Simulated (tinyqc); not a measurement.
# Quarter-wave Bragg mirror and the threshold of a vertical cavity: what changes with what

N pairs of lossless layers, each a quarter wave thick at lam, in the order nL, nH from the incident medium n0 to the exit medium ns; normal incidence, no dispersion. At wavelength lam + dw each layer has the phase d = (pi/2) lam/(lam + dw) and the matrix [[cos d, i sin d/n], [i n sin d, cos d]].

Parameters, values chosen for the exercise; indices close to those of AlGaAs of two compositions:

| symbol | value | unit | meaning |
|---|---|---|---|
| lam | 850 | nm | design wavelength |
| nH | 3.532 |  | high index |
| nL | 3.044 |  | low index |
| N | 22 |  | number of pairs |
| n0 | 3.486 |  | index of the incident medium |
| ns | 3.516 |  | index of the exit medium |

Each table varies one quantity; the others keep the values above.

## Effect of the index contrast

At the design wavelength Y = ns (nL/nH)^(2 N), T0 = 4 n0 Y/(n0 + Y)^2; stop band, to first order in its width, (4 lam/pi) arcsin((nH - nL)/(nH + nL)); layer thicknesses lam/(4 n). N99 is the number of pairs, not rounded, for T0 = 1 %; Lp = lam/(4 (nH - nL)).

Effect of the index contrast:
```
nL	T0 (%)	stop band (nm)	N99	Lp (nm)
2.12	7.106e-8	273.3	5.872	150.5
2.33	4.535e-6	223.5	7.206	176.8
2.54	2.021e-4	177.6	9.092	214.2
2.75	0.006660	135.1	11.98	271.7
2.97	0.1967	93.66	17.30	378.1
3.18	3.900	56.78	28.55	603.7
3.39	48.80	22.20	73.05	1496
```

Read the table: what changes, and by how much?

As nL nears nH = 3.532, the stop band falls from 273 to 22.2 nm, N99 rises from 5.87 to 73.0 and Lp rises from 150 to 1500 nm. The product of stop band and Lp changes only from 41100 to 33200 nm^2.

## Spectrum across the stop band

B = M11 + M12 ns, C = M21 + M22 ns; r = (n0 B - C)/(n0 B + C), T = 4 n0 ns/|n0 B + C|^2, R = |r|^2 = 1 - T. stop band, to first order in its width, (4 lam/pi) arcsin((nH - nL)/(nH + nL)).

Spectrum across the stop band:
```
dw (nm)	R	T (%)	|trace of the pair matrix|/2
-56	0.14544	85.456	0.98649
-44	0.73124	26.876	0.99632
-36	0.94243	5.7565	1.0014
-24	0.98568	1.4324	1.0069
-12	0.99285	0.71528	1.0101
12	0.99293	0.70697	1.0101
24	0.98706	1.2936	1.0073
36	0.96177	3.8231	1.0029
44	0.88722	11.278	0.99908
56	0.17059	82.941	0.99218
```

What does the comparison show?

The stop band is about 80.4 nm wide to first order; 6 of the 10 rows lie inside it (last column above one), where the field decays from pair to pair. T is 0.715 and 0.707 % in the two rows nearest the centre, against 0.580 % at dw = 0, and 85.5 and 82.9 % in the outermost rows, where it oscillates with wavelength.

tinyqc, about 0.01 s, one thread, Intel Xeon 2.30GHz (shared host): `OMP_NUM_THREADS=1 python tinyqc.py 2650023 2650024 out.jsonl`
